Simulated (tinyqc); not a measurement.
Inside a calculation. Model: Hall factor, magnetoresistance and optical conductivity for a power-law relaxation time. Computed by tinyqc, a small Python program that keeps every step. Command: `OMP_NUM_THREADS=1 python tinyqc.py 3020226 3020227 out.jsonl magneto walk`. One thread of a shared host (Intel(R) Xeon(R) Processor @ 2.30GHz), about 0.01 s of CPU time with the checks. Intermediate numbers are printed to about 6 digits and carried at full precision; extremes and crossings named in words are read from the listed rows.

One spherical parabolic band, tau(E) = tau_0 x^s with x = E/(k_B T). Landau quantisation is left out.

Inputs (values chosen for the exercise, with a mass close to that of electrons in germanium): effective mass m = 0.13 m_0; exponent s = 1; tau_0 = 86 fs; reduced Fermi level eta = -5; temperature T = 77 K; magnetic field B = 1.1 T; frequency f = 0.89 THz; background permittivity eps_inf = 9.45.

Constants: m_0 = 9.1093837015e-31 kg; k_B = 1.380649e-23 J/K; hbar = 1.054571817e-34 J s; e = 1.602176634e-19 C; eps_0 = 8.8541878128e-12 F/m; c = 299792458 m/s.

## Density and moments of tau

<y> = int y x^(3/2) f (1 - f) dx / int x^(3/2) f (1 - f) dx, f = 1/(1 + exp(x - eta)). Integrals over x = E/(k_B T) use 160 Gauss-Legendre points in u = sqrt(x) from 0 to sqrt(max(eta, 0) + 45). n = (2 m k_B T)^(3/2)/(3 pi^2 hbar^3) int x^(3/2) f (1 - f) dx; moments in units of tau_0.

density n = 1.02810e+15 1/cm^3

<tau>/tau_0 = 2.50297

<tau^2>/tau_0^2 = 8.76560

<tau^3>/tau_0^3 = 39.4569

<1/tau> tau_0 = 0.665086

## Limits

mu = e <tau>/m; weak field r_H = <tau^2>/<tau>^2 and MR = c (mu B)^2, c = <tau^3>/<tau>^3 - r_H^2; strong field r_H = 1 and MR = <tau> <1/tau> - 1.

drift mobility mu = 2912.27 cm^2/(V s)

weak-field Hall factor = 1.39917

coefficient c = 0.558589

saturation MR = 66.4691 %

For a classical gas r_H = Gamma(5/2) Gamma(5/2 + 2s)/Gamma(5/2 + s)^2 = 1.4000.

## At the given field

With w_c = e B/m: sigma_xx = (n e^2/m) <tau/(1 + w_c^2 tau^2)>, sigma_xy = (n e^2/m) <w_c tau^2/(1 + w_c^2 tau^2)>; r_H = (n e/B) sigma_xy/(sigma_xx^2 + sigma_xy^2); MR = sigma_0 sigma_xx/(sigma_xx^2 + sigma_xy^2) - 1, sigma_0 = n e^2 <tau>/m.

mu B = 0.320350

sigma_xx = 0.395469 S/cm

|sigma_xy| = 0.161752 S/cm

Hall factor r_H = 1.32678

magnetoresistance MR = 3.91730 %

## Field dependence

The formulas are those given above.

Against the field:
```
B (T)         mu B      r_H       MR (%)
0.1    2.91227e-02  1.39814  4.71267e-02
0.34   9.90173e-02  1.38812  5.17644e-01
1      2.91227e-01  1.33528  3.39250e+00
2.1    6.11577e-01  1.25442  9.20756e+00
3.4    9.90173e-01  1.19254  1.52147e+01
6.9    2.00947e+00  1.11082  2.65872e+01
14     4.07718e+00  1.05409  3.90387e+01
34     9.90173e+00  1.01763  5.23073e+01
140    4.07718e+01  1.00193  6.31666e+01
```

r_H falls from 1.398 to 1.002, so a strong-field measurement gives n directly (though the highest fields listed exceed the roughly 100 T that non-destructive magnets reach); half of the fall is done between 0.612 and 0.990 in mu B. MR starts as B^1.96 and reaches 95 % of its saturation value in the last row. It arises only because carriers of different energy have different Hall angles, which one Hall field cannot cancel. Above 7.5 T hbar w_c exceeds k_B T and mu B exceeds 1, and Landau quantisation replaces this picture.

## Response at frequency f

sigma(w) = (n e^2/m) <tau/(1 - i w tau)>, w = 2 pi f; eps = eps_inf + i sigma/(eps_0 w); N = sqrt(eps); absorption coefficient 2 w Im N/c; reflectivity |(N - 1)/(N + 1)|^2; plasma frequency sqrt(n e^2/(eps_inf eps_0 m))/(2 pi).

sigma(w) = 0.168021+0.200039i S/cm

permittivity = 9.04599+0.33935i

refractive index = 3.00818+0.05640i

absorption coefficient = 21.0422 1/cm

reflectivity = 0.251170

plasma frequency = 0.259742 THz

w <tau> = 1.20 and f/f_p = 3.43.

Checks made by the program: moments against Gamma(5/2 + k s)/Gamma(5/2) (relative difference 2e-03).
